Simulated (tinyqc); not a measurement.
Effective-mass impurity with a central-cell term, in a basis of Slater functions: one step, computed by the program tinyqc.

The envelope obeys H = -nabla^2 - (2/r) [Z + A exp(-kappa r)] in effective units, with kappa = a*/lambda; positive A deepens the well near the core.

Task: Effective units. Units: Ry* = Ry m/eps^2 and a* = a_0 eps/m, with m in m_0. kappa = a*/lambda; the hydrogenic ground state is bound by Z^2 Ry*.

Inputs (values chosen for the exercise, with screening close to that of germanium):
```
quantity,value,unit
effective mass m,0.241,m_0
dielectric constant eps,16.6,-
charge Z of the core,1,-
central-cell range lambda,1.4,angstrom
```

Impurity: acceptor, one isotropic band.

Constants: Ry = 13.605693123 eV; a_0 = 0.529177210903 angstrom.

Give: Ry*; a*; kappa; hydrogenic binding energy.

Result:

Ry* = 11.90 meV

a* = 36.45 angstrom

kappa = 26.04 1/a*

hydrogenic binding energy = 11.90 meV
